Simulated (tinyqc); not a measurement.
# FinFET, parasitic resistance, capacitance and delay: effects of single changes

Nf fins under one contact; each has gated perimeter p = 2 Hf + Wf and cross-section A = Hf Wf; contact width Wc = Nf pf, stack height Hs = Hf. Contact length Lc = CPP - Lg - 2 Lsp, shared by two neighbouring gates. Source and drain sides are equal. The formulas are first-order estimates, not field solutions.

Parameters, values chosen for the exercise; values close to those of silicon logic devices:
- T = 300 K (temperature)
- Nf = 3 (number of fins)
- Hf = 35 nm (fin height)
- Wf = 7 nm (fin width)
- pf = 30 nm (fin pitch)
- CPP = 42 nm (contacted gate pitch)
- Lg = 20 nm (gate length)
- Lsp = 6 nm (spacer length)
- ks = 5.5 (relative permittivity of the spacer)
- Hc = 15 nm (gate height above the channel stack)
- rc = 3.8e-9 ohm cm^2 (contact resistivity)
- re = 0.00051 ohm cm (resistivity of the source-drain epitaxy)
- te = 30 nm (current-carrying depth of the epitaxy)
- rx = 0.0015 ohm cm (resistivity of the extension)
- Lov = 1.5 nm (gate overlap)
- Cinv = 2.5 uF/cm^2 (inversion capacitance)
- vx = 1.3e7 cm/s (injection velocity)
- mu = 260 cm^2/(V s) (apparent mobility)
- VT = 0.28 V (threshold at zero drain voltage)
- dl = 0.027 V/V (barrier lowering)
- n = 1.13 (subthreshold factor)
- Cw = 0.27 fF (wire load)
- Vdd = 0.75 V (supply voltage)

Constants: q = 1.602176634e-19 C, kB = 1.380649e-23 J/K, eps0 = 8.8541878128e-12 F/m, Vt = kB T/q. Results are converted to the units shown.

Each table varies one quantity; the others keep the values above.

## Effect of the fin pitch

Epitaxy sheet resistance Rsh = re/te, transfer length LT = sqrt(rc/Rsh), contact Rc = [sqrt(rc Rsh)/Wc] coth(Lc/(2 LT)); extension of one fin Rx = rx Lsp/A. With N fins: gate Cg = Cinv p N Lg; per side, plate Cp = ks eps0 [Wc (Hs + Hc) - N A]/Lsp, top fringe Cf = (2/pi) ks eps0 Wc ln(1 + Lg/(2 Lsp)), overlap Co = Cinv p N Lov. One fin: I = p Q vx u/(1 + |u|^1.8)^(1/1.8), Q = Cinv n Vt ln(1 + exp((Vg' - VT + dl Vd')/(n Vt))), u = Vd' mu/(vx Lg), Vg' = Vgs - v, Vd' = Vds - 2 v, with the drop on each side v = Rc (sum of I) + Rx I. Ieff = [I(Vgs = Vdd, Vds = Vdd/2) + I(Vdd/2, Vdd)]/2, total currents. With Cs = Cp + Cf + Co, the load of an inverter of two such devices driving an equal one is CL = 2 (Cg + 2 Cs) + 4 Cs + Cw (own drains counted twice for the Miller effect); delay CL Vdd/(2 Ieff).

The same in every row: Rx/N (ohm) = 122.4.

Result of one run:
```
pf (nm)  Rc (ohm)  Ieff (uA)  CL (aF)  delay (ps)
36          706.3      110.3    899.5       3.058
```

What becomes of these results when the fin pitch pf is changed from 36 to 26 nm, all else the same?

Result of the changed run:
```
pf (nm)  Rc (ohm)  Ieff (uA)  CL (aF)  delay (ps)
26          978.0      92.17    794.8       3.234
```

The whole series:
```
pf (nm)  Rc (ohm)  Ieff (uA)  CL (aF)  delay (ps)
18           1413      72.69    711.0       3.668
22           1156      83.08    752.9       3.399
26          978.0      92.17    794.8       3.234
30          847.6      100.1    836.7       3.133
36          706.3      110.3    899.5       3.058
44          577.9      121.2    983.2       3.043
```

As pf goes from 18 to 44 nm, Ieff rises from 72.7 to 121 uA, CL rises from 711 to 983 aF and the delay falls from 3.67 to 3.04 ps.

## Effect of the wire load

Same model as above.

The same in every row: Rc (ohm) = 847.6; Rx/N (ohm) = 122.4; Ieff (uA) = 100.1.

Result of one run:
```
Cw (fF)  CL (aF)  delay (ps)
2           2567       9.612
```

What becomes of these results when the wire load Cw is changed from 2 to 0.02 fF, all else the same?

Result of the changed run:
```
Cw (fF)  CL (aF)  delay (ps)
0.02       586.7       2.197
```

The whole series:
```
Cw (fF)  CL (aF)  delay (ps)
0.02       586.7       2.197
0.043      609.7       2.283
0.093      659.7       2.470
0.2        766.7       2.871
0.43       996.7       3.732
0.93        1497       5.605
2           2567       9.612
```

As Cw goes from 0.02 to 2 fF, Ieff stays at 100 uA, CL rises from 587 to 2570 aF and the delay rises from 2.20 to 9.61 ps.

## Effect of the fin height

Same model as above.

The same in every row: Rc (ohm) = 847.6.

Effect of the fin height:
```
Hf (nm)  Rx/N (ohm)  Ieff (uA)  CL (aF)  delay (ps)
20            214.3      76.96    652.5       3.179
30            142.9      93.77    775.3       3.100
40            107.1      105.5    898.1       3.191
50            85.71      114.3     1021       3.351
60            71.43      121.0     1144       3.543
70            61.22      126.5     1266       3.754
80            53.57      131.1     1389       3.975
90            47.62      134.9     1512       4.203
```

As Hf goes from 20 to 90 nm, Ieff rises from 77.0 to 135 uA, CL rises from 652 to 1510 aF and the delay goes from 3.18 through a minimum of 3.10 (at Hf = 30 nm among the rows listed) to 4.20 ps. From the first row to the last Ieff grows by a factor of 1.75 and CL by 2.32; the first step changes the delay by -2.5 %, the last by 5.7 %.

Program tinyqc, `OMP_NUM_THREADS=1 python tinyqc.py 2170085 2170086 out.jsonl`; Intel Xeon 2.30GHz, shared host, one thread, about 0.05 s.
